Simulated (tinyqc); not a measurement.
Worked calculation: harmonic frequencies on the UHF/6-31g surface (energies and gradients from PySCF), for H2+, spin multiplicity 2. One step of it, computed by the program tinyqc.

Problem. Normal modes. Diagonalise H_ij / sqrt(m_i m_j); the 5 smallest eigenvalues belong to translations and rotations; wavenumber = sqrt(eigenvalue / 1822.888) x 219474.63; each mode has its largest component positive (the first on a tie); zero-point energy = sum of wavenumbers / 2, with 349.755 1/cm per kcal/mol.

Hessian (symmetrised) (hartree/bohr^2), lower triangle:
```
             1Hx          1Hy          1Hz          2Hx          2Hy         2Hz
1Hx  -0.00001012
1Hy   0.00000000  -0.00001012
1Hz   0.00000000   0.00000000   0.08821659
2Hx   0.00001012   0.00000000   0.00000000  -0.00001012
2Hy   0.00000000   0.00001012   0.00000000   0.00000000  -0.00001012
2Hz   0.00000000   0.00000000  -0.08821659   0.00000000   0.00000000  0.08821659
```

masses (u): 1H 1.007825, 2H 1.007825

Give: eigenvalues of the mass-weighted Hessian; harmonic wavenumbers of the vibrations; mass-weighted modes; zero-point energy.

Solution.

eigenvalues of the mass-weighted Hessian (hartree/(bohr^2 u)): 0.0000  0.0000  0.0000  0.0000  0.0000  0.1751

harmonic wavenumbers of the vibrations (1/cm): 2150.8

mass-weighted modes:
```
      mode 1
1Hx   0.0000
1Hy   0.0000
1Hz   0.7071
2Hx   0.0000
2Hy   0.0000
2Hz  -0.7071
```

zero-point energy = 3.0747 kcal/mol
